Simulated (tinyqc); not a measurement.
# Inputs raised by 2 %, one at a time

Model: heavy doping: band filling, gap narrowing, band tails and the effective intrinsic density. Computed by tinyqc, a small Python program. Command: `OMP_NUM_THREADS=1 python tinyqc.py 3001119 3001120 out.jsonl gapnarrow sens`. One thread of a shared host (Intel(R) Xeon(R) Processor @ 2.30GHz), about 0.05 s of CPU time with the checks.

An n-type crystal above its Mott density, with all dopants ionised: n = N_D - N_A, ionised centres N_I = N_D + N_A. Valleys are taken as spherical with mass m_e.

Inputs (values chosen for the exercise, modelled on CdTe):
```
quantity                      value   unit
gap E_g                        1.52     eV
electron mass m_e            0.0953    m_0
valleys M_c                       1      -
hole mass m_h                  0.61    m_0
dielectric constant eps        10.1      -
donor density N_D           2.5e+18  cm^-3
compensation ratio N_A/N_D      0.1      -
temperature T                   300      K
```

Conduction band: non-parabolic (Kane).

Constants: a_0 = 0.529177210903 angstrom; Ry = 13.605693123 eV; k_B = 8.617333262e-05 eV/K; hbar^2/(2 m_0) = 3.80998212 eV angstrom^2; e = 1.602176634e-19 C; eps_0 = 8.8541878128e-12 F/m; e^2/(4 pi eps_0) = 14.39964548 eV angstrom.

Method:
- n = N_D (1 - ratio); Ry* = Ry m_e/eps^2, a* = a_0 eps/m_e; r_s = (3/(4 pi n))^(1/3)/a*; k_F = (3 pi^2 n/M_c)^(1/3); Mott density (0.26/a*)^3.
- n = M_c (1/(2 pi^2)) (m_e/(hbar^2/2m_0))^(3/2) int sqrt(E (1 + aE)) (1 + 2 aE) f dE with a = (1 - m_e)^2/E_g, f = 1/(1 + exp((E - E_F)/k_B T)); trapezoid rule in t = sqrt(E/k_B T), step 0.02 up to 12; E_F by bisection from the band edge.
- At T = 0, E_F (1 + a E_F) = (hbar^2/2m_0) k_F^2/m_e; dn/dE_F uses f (1 - f)/k_B T in place of f.
- Screening: q^2 = (e/(eps eps_0)) dn/dE_F. Exchange lowers the conduction band by (1/pi) k_F e^2/(4 pi eps_0 eps) (T = 0 Hartree-Fock at k_F, taken as a rigid shift). Screening raises the valence band by (q/2) e^2/(4 pi eps_0 eps) (static Coulomb hole). The narrowing is the sum; electron correlation and carrier-ion shifts are left out. Root-mean-square potential of randomly placed ions: V_rms = (e^2/(4 pi eps_0 eps)) sqrt(2 pi N_I/q).
- Absorption edge of a direct gap, from the valence band at k_F (T = 0 value) to the Fermi level: E_g - narrowing + E_F + (hbar^2/2m_0) k_F^2/m_h, k_F = (3 pi^2 n)^(1/3); the shift is the edge less E_g. n p/n_i^2 = exp(narrowing/k_B T) x (n/N) exp(-E_F/k_B T), N being the limit of n exp(-E_F/k_B T) far below the edge (taken at E_F = -12 k_B T); apparent narrowing = k_B T ln(n p/n_i^2).

Runs; columns: (1) input moved; (2) from; (3) to; (4) screening length 1/q (angstrom); (5) V_rms (meV); (6) shift of the absorption edge (meV); (7) apparent narrowing (meV):
```
(1)                            (2)       (3)    (4)    (5)    (6)    (7)
base run                         -         -  34.79  34.95  23.13  14.61
donor density N_D (cm^-3)  2.5e+18  2.55e+18  34.59  35.20  24.00  14.39
dielectric constant eps       10.1    10.302  35.13  34.44  24.09  13.65
hole mass m_h (m_0)           0.61    0.6222  34.79  34.95  22.93  14.61
gap E_g (eV)                  1.52    1.5504  34.80  34.96  23.21  14.56
```

Exponents ln(y'/y) / ln(x'/x):
```
input                    screening length 1/q   V_rms  shift of the absorption edge  apparent narrowing
donor density N_D                      -0.289   0.355                         1.858              -0.761
dielectric constant eps                 0.500  -0.750                         2.055              -3.433
hole mass m_h                           0.000   0.000                        -0.441               0.000
gap E_g                                 0.026   0.013                         0.176              -0.191
```

To which inputs is each result most sensitive?

Among the inputs moved here: screening length 1/q answers most in size to dielectric constant eps (exponent +0.500), next to donor density N_D (-0.289); its exponent is below 0.0005 for hole mass m_h. V_rms answers most in size to dielectric constant eps (exponent -0.750), next to donor density N_D (+0.355); its exponent is below 0.0005 for hole mass m_h. Shift of the absorption edge answers most in size to dielectric constant eps (exponent +2.055), next to donor density N_D (+1.858). Apparent narrowing answers most in size to dielectric constant eps (exponent -3.433), next to donor density N_D (-0.761); its exponent is below 0.0005 for hole mass m_h.

Caution (all rows): the screening length is well below a*, where static Thomas-Fermi screening overstates the Coulomb hole.
